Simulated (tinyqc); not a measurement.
Worked calculation: two-valley model of the transferred-electron effect. Computed by tinyqc, a small Python program that keeps every step. Command: `OMP_NUM_THREADS=1 python tinyqc.py 3020033 3020034 out.jsonl gunn walk`. One thread of a shared host (Intel(R) Xeon(R) Processor @ 2.30GHz), about 0.01 s of CPU time with the checks. Intermediate numbers are printed to about 7 digits and carried at full precision; extremes and crossings named in words are read from the listed rows.

Both kinds of valley share one electron temperature T_e, and each has a constant mobility.

Inputs (values chosen for the exercise, modelled on GaN): central-valley mass m1 = 0.2 m_0; satellite-valley mass m2 = 0.48 m_0; satellite valleys Z = 6; valley separation dE = 1.1 eV; central-valley mobility mu1 = 1100 cm^2/(V s); satellite-valley mobility mu2 = 54 cm^2/(V s); energy relaxation time tau_E = 0.066 ps; lattice temperature T = 100 K; electric field F = 130 kV/cm; mixing = 0.1; iteration cap = 600; doping n = 3.3e+16 1/cm^3; device length L = 9 micrometre; permittivity eps = 9.7.

Solver: damped fixed point.

Constants: k_B = 8.617333262e-05 eV/K; eps_0 = 8.8541878128e-12 F/m; e = 1.602176634e-19 C.

## Equilibrium

Density-of-states ratio R = Z (m2/m1)^(3/2); n2/n1 = R exp(-dE/(k_B T_e)); mean mobility mu = (mu1 + mu2 n2/n1)/(1 + n2/n1); energy balance e mu F^2 = (3/2) k_B (T_e - T)/tau_E; v = mu F.

R = 22.30838

n2/n1 without field = 8.145319e-55

low-field mobility = 1100 cm^2/(V s)

dE is 127.6 k_B T, so the satellites are empty without field.

## First two iterations

Fixed point from T_e = T: T_out = T + (2/3) e mu(T_e) F^2 tau_E/k_B, T_new = T_e + mixing (T_out - T_e); stop when |T_out - T_e| is below 1e-6 K.

T_out of iteration 1 = 9592.032 K

T_e after iteration 1 = 1049.203 K

mu at that T_e = 1099.879 cm^2/(V s)

T_e after iteration 2 = 1903.381 K

## Electron temperature

The formulas are those given above.

Course of the iteration:
```
iteration   T_e (K)  mu (cm^2/(V s))  |T_out - T_e| (K)
1           100.000         1100.000       9.492032e+03
2          1049.203         1099.879       8.541781e+03
3          1903.381         1072.220       7.448936e+03
4          2648.275          940.488       5.567305e+03
5          3205.005          792.872       3.736783e+03
6          3578.684          695.705       2.524636e+03
7          3831.147          636.089       1.757739e+03
...             ...              ...                ...
78         4490.494          508.800       4.604271e-06
79         4490.494          508.800       3.497323e-06
80         4490.494          508.800       2.656507e-06
81         4490.494          508.800       2.017835e-06
82         4490.494          508.800       1.532712e-06
83         4490.494          508.800       1.164224e-06
84         4490.494          508.800       8.843235e-07
```

electron temperature T_e = 4490.494 K

Converged in 84 iterations.

## Velocity

The formulas are those given above.

share in the satellites = 56.52010 %

mean mobility = 508.7998 cm^2/(V s)

drift velocity = 6.614397 1e7 cm/s

Caution: T_e exceeds 3000 K, outside the range of a Maxwellian in parabolic valleys.

## Peak, valley and negative differential mobility

Using T_e as the parameter, F(T_e) = sqrt(3 k_B (T_e - T)/(2 e mu tau_E)) and v = mu F; find the first maximum and the next minimum of v, and the most negative dv/dF between them.

threshold field = 84.94028 kV/cm

peak velocity = 6.946673 1e7 cm/s

T_e at the threshold = 3112.800 K

field of the velocity minimum = 253.1981 kV/cm

valley velocity = 6.136208 1e7 cm/s

peak-to-valley ratio = 1.132079

most negative differential mobility = -90.70015 cm^2/(V s)

At the threshold k_B T_e is dE/4.1. The field of this run lies in the region of negative slope. Caution: T_e at the threshold exceeds 3000 K, outside the range of a Maxwellian in parabolic valleys.

## Does a domain form?

Space charge grows at the rate n e |mu_d|/(eps eps_0) during the transit time L/v, with v the valley velocity; Kroemer's criterion asks n L > eps eps_0 v/(e |mu_d|). Transit frequency v/L.

critical n L = 3.626621e+12 1/cm^2

n L of the device = 2.97e+13 1/cm^2

transit frequency = 68.18009 GHz

n L is 8.19 times the critical product: a domain can mature if the bias field lies in the region of negative slope.

## Velocity against field

The formulas are those given above.

The curve:
```
F (kV/cm)       T_e (K)  share in the satellites (%)  v (1e7 cm/s)  low-field line (1e7 cm/s)
13         1.949203e+02                 8.078452e-26       1.43000                       1.43
32         6.751384e+02                 1.371450e-05       3.52000                       3.52
65         2.294946e+03                 7.891020e+00       6.61349                       7.15
91         3.321148e+03                 3.233150e+01       6.93249                      10.01
130        4.490494e+03                 5.652010e+01       6.61440                      14.30
180        5.877813e+03                 7.177325e+01       6.28653                      19.80
260        8.247582e+03                 8.259569e+01       6.13728                      28.60
390        1.298480e+04                 8.930129e+01       6.47043                      42.90
650        2.691149e+04                 9.328071e+01       8.07844                      71.50
1300       9.096925e+04                 9.509509e+01      13.68970                     143.00
```

v falls between 91 and 260 kV/cm, while the share in the slow valleys goes from 32 to 83 %: transfer outruns the rise of the field. With constant mobilities n2/n1 tends to R and v ends on the line (mu1 + R mu2) F/(1 + R), a mobility of 98.9; real satellites saturate instead. Rows with T_e above 3000 K lie outside the range of a Maxwellian in parabolic valleys.

Checks made by the program: field recovered from T_e by the energy balance (relative difference below 1e-10).
